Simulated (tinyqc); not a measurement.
Born-von Karman spring model of a cubic crystal with one atom per cell: one step, computed by the program tinyqc. Command: `OMP_NUM_THREADS=1 python tinyqc.py 3030715 3030716 out.jsonl springs walk`. One thread of a shared host (Intel(R) Xeon(R) Processor @ 2.30GHz), about 0.1 s of CPU time with the checks.

First neighbours lie at a/2 (1,1,1) (8 of them), second at a (1,0,0) (6), with all permutations and signs; the volume per atom is Omega = a^3/2. Two shells of springs match a real metal only roughly, above all at the zone boundary.

Problem. Frequencies at the zone boundary. A neighbour at R with unit vector n couples by the matrix K(R) = kL n n^T + kT (1 - n n^T), and D(q) = (1/M) sum_R K(R) [1 - cos(q.R)]. An eigenvalue lambda of D in eV/(angstrom^2 u) gives nu = 15.6333042 THz x sqrt(lambda).

Inputs (values chosen for the exercise, modelled on molybdenum):
```
quantity               value           unit
atomic mass M          95.95              u
radial spring k1L       4.06  eV/angstrom^2
transverse spring k1T  -0.03  eV/angstrom^2
radial spring k2L        2.9  eV/angstrom^2
transverse spring k2T  -0.16  eV/angstrom^2
```

Lattice: bcc.

Constants: nu for 1 eV/(angstrom^2 u) = 15.6333042 THz.

Give: Frequencies (THz) at points given in 2 pi/a.

Solution.

Frequencies (THz) at points given in 2 pi/a:
```
point               nu 1   nu 2   nu 3
H (1, 0, 0)        7.372  7.372  7.372
N (0.5, 0.5, 0)    4.890  5.225  9.103
P (0.5, 0.5, 0.5)  7.311  7.311  7.311
```
